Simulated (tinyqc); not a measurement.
# Length offset and series resistance from crossing lines

Question. R_total = Rs + k (L - dL)/Vo with constant Rs, dL and k. Find k, dL and Rs.

R_total at (L, Vo) = (60, 0.4), (180, 0.4), (60, 0.98) and (180, 0.98), L in nm and Vo in V (ohm um): 268.5  568.5  198.36735  320.81633

Solution. At each overdrive R is a straight line in L with slope k/Vo; the two lines cross at L = dL, R = Rs.

k = 1.00 ohm um V/nm
dL = 12.6 nm
Rs = 150 ohm um

Program tinyqc, `OMP_NUM_THREADS=1 python tinyqc.py 2282245 2282246 out.jsonl`; Intel Xeon 2.30GHz, shared host, one thread, about 0.03 s.
